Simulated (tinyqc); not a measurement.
Schottky barriers and band offsets from neutrality levels, step by step. Values are carried at full precision from step to step, so a last printed digit may differ when a step is redone from the rounded ones.

Pinning factor S = 1/(1 + 0.1 (eps - 1)^2); depth of the neutrality level below vacuum PhiN = chi + Eg - EN. Barrier for electrons phi_n = S (WM - PhiN) + (PhiN - chi), for holes phi_p = Eg - phi_n; effective work function PhiN + S (WM - PhiN).

Constants: e^2/(4 pi eps0) = 14.39964547 eV angstrom.

Values chosen for the exercise:
- Eg1 = 0.35 eV (gap of material 1, near InAs)
- chi1 = 4.96 eV (its electron affinity)
- eps1 = 12.55 (its optical dielectric constant)
- EN1 = 0.5 eV (its neutrality level above the valence top)
- WM = 5.74 eV (work function of a metal)
- Eg2 = 5.21 eV (gap of material 2, near Si3N4)
- chi2 = 2.08 eV (its electron affinity)
- eps2 = 3.67 (its optical dielectric constant)
- EN2 = 2.77 eV (its neutrality level above the valence top)
- dl = 4.6 angstrom (width of the interface dipole layer)
- ei = 1 (its dielectric constant)

## Barrier of a metal contact

Compare with the Schottky-Mott value WM - chi (S = 1) and full pinning (S = 0).

S = 0.0697
PhiN = 4.810 eV
phi_n = -0.085 eV
phi_p = 0.435 eV
phi_n for S = 1 and S = 0 (eV): [0.780, -0.150]

The barrier lies 7 % of the way from the pinned to the Schottky-Mott value. A negative barrier means an accumulated, ohmic contact.

## Band offsets of two materials

Offset of the conduction edges, dEc = Ec(2) - Ec(1) = (chi1 - PhiN1) - (chi2 - PhiN2) + S (PhiN1 - PhiN2), PhiN = chi + Eg - EN, S = 1/(1 + 0.1 (eps - 1)^2) of the material with the wider gap; dEv = Ev(1) - Ev(2) = Eg2 - Eg1 - dEc.

Compare with the affinity rule (S = 1) and aligned neutrality levels (S = 0).

PhiN1, PhiN2 (eV): [4.810, 4.520]

S = 0.5838
dEc = 2.759 eV
dEv = 2.101 eV
dEc for S = 1 and S = 0 (eV): [2.880, 2.590]

As a gate insulator on material 1, material 2 should offer 1 eV at each edge; it does at both (smaller barrier 2.10 eV, for holes).

## The density of gap states that S implies

S and PhiN are those of material 1, from the metal contact. In the picture of a dipole layer, S = 1/(1 + 4 pi (e^2/4 pi eps0) D dl/ei) with D states per area and energy. The charge in the gap states is D (WM - PhiN) S electrons missing per area, and the dipole step is (1 - S)(WM - PhiN). 1 angstrom^-2 = 1e16 cm^-2.

D = 1.603e+14 1/(cm^2 eV)
electrons missing from the gap states (negative: in excess) = 1.04e+13 cm^-2
dipole step = 0.865 eV

A surface holds about 1e15 atoms per cm^2, so 1.0 % of an electron per atom makes this step.

## Checks

- Offset for S = 1 against the difference of the affinities (eV): both 2.880.

(tinyqc, `OMP_NUM_THREADS=1 python tinyqc.py 1851299 1851300 out.jsonl`, Intel(R) Xeon(R) Processor @ 2.30GHz, 1 thread, shared host, about 0.01 s.)
